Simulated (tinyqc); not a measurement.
# Worked calculation: Weibull analysis of times to dielectric breakdown, with area scaling

Computed by the program tinyqc: `OMP_NUM_THREADS=1 python tinyqc.py 2070086 2070087 out.jsonl`, one thread of a shared Intel Xeon 2.30GHz, about 0.01 s for the whole run. Printed values are rounded.

Breakdown times follow F(t) = 1 - exp(-(t/t63)^beta). The 9 times below were drawn at random from beta = 2.4, t63 = 3800 s and are treated as data; all samples failed.

Inputs (values chosen for the exercise): area of a test capacitor A1 = 780 um^2; gate area of the product A2 = 6e6 um^2; allowed share of failed products Fp = 0.0001.

## Median ranks and the Weibull scale

t, i 1 to 9 (s): [895, 2740, 3610, 3880, 3890, 4560, 4620, 4730, 5200]

F_i = (i - 0.3)/(n + 0.4) for the sorted times, W_i = ln(-ln(1 - F_i)).

```
i         F         W     ln t
1  0.074468  -2.55894  6.79682
2  0.180851  -1.61199  7.91571
3  0.287234  -1.08293  8.19146
4  0.393617  -0.69266  8.26359
5  0.500000  -0.36651  8.26616
6  0.606383  -0.07002  8.42508
7  0.712766   0.22111  8.43815
8  0.819149   0.53654  8.46168
9  0.925532   0.95451  8.55641
```

## Straight-line fit

Least squares of W on ln t: beta = sum (x - mean x)(W - mean W)/sum (x - mean x)^2 with x = ln t, and ln t63 = mean x - mean W/beta.

beta = 1.82259
t63 = 4586.51 s

beta is 24 % below the value that made the data and t63 21 % above it.

## Iteration 1: likelihood estimate of beta

beta at the start = 1.8

Maximum likelihood: a(beta) = 1/beta with a = sum t^beta ln t/sum t^beta - mean ln t. Newton step: beta(new) = beta - [a - 1/beta]/[v + 1/beta^2], v the variance of ln t under the weights t^beta.

beta after iteration 1 = 2.77160

## Iteration 2: likelihood estimate of beta

As before.

beta after iteration 2 = 3.51428

## Course of the iteration

Stop when beta changes by less than 1e-9, or after 40 iterations.

Course of the iteration:
```
iteration     beta    change
1          2.77160     0.972
2          3.51428     0.743
3          3.73905     0.225
4          3.75258    0.0135
5          3.75262   4.35e-5
6          3.75262  4.47e-10
```

Converged in 6 iterations.

## Scale parameter and projection to the product

converged beta = 3.75262

t63 = (mean of t^beta)^(1/beta). Defects are spread at random, so -ln(1 - F) is proportional to the area: t63(A2) = t63 (A1/A2)^(1/beta), and the time to the share Fp is t63(A2) (-ln(1 - Fp))^(1/beta).

t63 = 4180.73 s
t63 of the product = 385.206 s
time to Fp = 33.0961 s
decades lost against t63 = 2.10147

The straight-line values give 0.216 s for the time to Fp and the values that made the data 1.97 s: with 9 samples beta is uncertain by about 0.78/sqrt(n) = 26 %, and the projection hangs on 1/beta.
